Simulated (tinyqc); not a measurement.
Worked calculation: strain-driven roughening and islands of a mismatched epitaxial film. Computed by tinyqc, a small Python program that keeps every step. Command: `OMP_NUM_THREADS=1 python tinyqc.py 3003467 3003468 out.jsonl island walk`. One thread of a shared host (Intel(R) Xeon(R) Processor @ 2.30GHz), about 0.01 s of CPU time with the checks. Intermediate numbers are printed to about 6 digits and carried at full precision; extremes and crossings named in words are read from the listed rows.

Film and substrate share isotropic elastic constants; the film is coherent and biaxially strained.

Inputs (values chosen for the exercise, for a model film):

| quantity | value | unit |
|---|---|---|
| misfit \|f\| | 0.0433 | - |
| shear modulus G | 51.7 | GPa |
| Poisson ratio nu | 0.24 | - |
| surface energy gamma | 0.837 | J/m^2 |
| contact angle of the shallow shape theta_1 | 13.3 | degrees |
| contact angle of the steep shape theta_2 | 23.7 | degrees |
| facet energy of shape 1 over gamma | 0.9986 | - |
| facet energy of shape 2 over gamma | 0.994 | - |
| wetting energy gamma_s - gamma | 0.32 | J/m^2 |
| decay length of wetting delta | 0.27 | nm |
| surface mobility D_s nu_s Omega^2/(k_B T) | 4.7e-32 | m^6/(J s) |
| initial ripple amplitude A0 | 0.096 | nm |
| ripple wavelength over the critical one | 3 | - |
| island volume V | 4700 | nm^3 |

Transport: surface diffusion.

Constants: e = 1.602176634e-19 C.

## Elastic energy of the flat film

M = 2 G (1 + nu)/(1 - nu); stress = M f; energy density w = M f^2.

biaxial modulus M = 168.705 GPa

stress = 7.30494 GPa

energy density w = 316.304 MJ/m^3

## Asaro-Tiller-Grinfeld instability

A ripple A cos(k x) has the surface chemical potential per volume [gamma k^2 - 2 (1 + nu) w k] A cos(k x), so k_c = 2 (1 + nu) w/gamma. With surface diffusion the amplitude grows at the rate q = B k^2 [2 (1 + nu) w k - gamma k^2], fastest at k_m = (3/4) k_c. B is the surface mobility.

k_c = 0.937196 1/nm

critical wavelength = 6.70423 nm

fastest wavelength = 8.93898 nm

growth time 1/q at k_m = 3.12414e-04 s

A ripple of A0 needs about 4.8e-4 s to reach a twentieth of its wavelength. Caution: a wavelength of a few nanometres is at the limit of continuum theory, where steps and facets rule.

## A ripple of given wavelength

A ripple A cos(k x) has the surface chemical potential per volume [gamma k^2 - 2 (1 + nu) w k] A cos(k x), so k_c = 2 (1 + nu) w/gamma. With surface diffusion the amplitude grows at the rate q = B k^2 [2 (1 + nu) w k - gamma k^2], fastest at k_m = (3/4) k_c. B is the surface mobility. Stress at the trough = stress x (1 + 2 k A).

k = 0.312399 1/nm

rate q = 749.361 1/s

q over the largest rate = 0.234111

stress concentration at A0 = 1.05998

The ripple grows.

## Wetting layer

The surface energy depends on thickness as gamma + (gamma_s - gamma) exp(-h/delta). Its curvature adds W2 = (gamma_s - gamma) exp(-h/delta)/delta^2 to the restoring terms; the flat film is stable while W2 > (1 + nu)^2 w^2/gamma, which gives h_c = delta ln[(gamma_s - gamma) gamma/(delta^2 (1 + nu)^2 w^2)], or 0 if negative.

wetting-layer thickness h_c = 0.856759 nm

Layer-by-layer growth up to h_c, then roughening: the Stranski-Krastanov mode.

## Island nucleation

Shallow faceted island (Tersoff form): E = 4 Gam V^(2/3) tan^(1/3)(theta) - 6 c V tan(theta), Gam = gamma [x/sin(theta) - 1/tan(theta)], x the facet energy over gamma, c = stress^2 (1 - nu)/(2 pi G). The barrier is the maximum of E, at V_c = [4 Gam/(9 c)]^3 / tan^2(theta) (1 GPa nm = 1 J/m^2).

c = 0.124846 GPa

Gam of shape 1 = 0.0924908 J/m^2

critical volume, shape 1 = 0.638794 nm^3

barrier, shape 1 = 0.353002 eV

Gam of shape 2 = 0.163127 J/m^2

critical volume, shape 2 = 1.01632 nm^3

barrier, shape 2 = 1.04292 eV

The shallow shape has the lower barrier. Each barrier is a third of the surface term at V_c and scales as Gam^3/c^2, that is as f^(-4). Caution: a critical volume below 1 nm^3 holds fewer than a hundred atoms, so a continuum barrier there has no physical meaning.

## Which shape at the volume V

The two energies cross at V_x^(1/3) = 4 [Gam_2 t2^(1/3) - Gam_1 t1^(1/3)]/(6 c (t2 - t1)), t = tan(theta); mu = dE/dV.

E of shape 1 = -4793.89 eV

E of shape 2 = -8777.58 eV

crossing volume V_x = 5.45622 nm^3

jump of mu at V_x, shape 2 less shape 1 = -50.5826 MJ/m^3

At V the steep shape is lower. At V_x the chemical potential drops, so islands that have turned steep grow at the cost of the shallow ones.

## Scaling with the misfit

A ripple A cos(k x) has the surface chemical potential per volume [gamma k^2 - 2 (1 + nu) w k] A cos(k x), so k_c = 2 (1 + nu) w/gamma. With surface diffusion the amplitude grows at the rate q = B k^2 [2 (1 + nu) w k - gamma k^2], fastest at k_m = (3/4) k_c. V_c = [4 Gam/(9 c)]^3/tan^2(theta), barrier = (4/3) Gam V_c^(2/3) tan^(1/3)(theta); the growth time is 1/q at k_m.

Misfit scaled at fixed constants:

| \|f\| (%) | fastest wavelength (nm) | growth time (s) | V_c of shape 1 (nm^3) | barrier of shape 1 (eV) |
|---|---|---|---|---|
| 1.0825 | 143.024 | 2.04744e+01 | 2.61650e+03 | 9.03685e+01 |
| 1.5155 | 72.971 | 1.38735e+00 | 3.47498e+02 | 2.35237e+01 |
| 2.1650 | 35.756 | 7.99779e-02 | 4.08828e+01 | 5.64803e+00 |
| 3.0310 | 18.243 | 5.41933e-03 | 5.42966e+00 | 1.47023e+00 |
| 4.3300 | 8.939 | 3.12414e-04 | 6.38794e-01 | 3.53002e-01 |
| 6.0620 | 4.561 | 2.11693e-05 | 8.48385e-02 | 9.18894e-02 |

Halving the misfit stretches the wavelength 4 times, the barrier 16 times, the volume 64 times and the time 256 times: f^(-2), f^(-4), f^(-6), f^(-8). Over these rows the time spans 6.0 decades: strongly mismatched films tend to roughen first, while dilute alloys have time to stay flat. Rows with wavelengths under 10 nm or volumes under 5 nm^3 are beyond the continuum picture.

Checks made by the program: k_m against a numerical maximum of the rate (relative difference 5e-10).
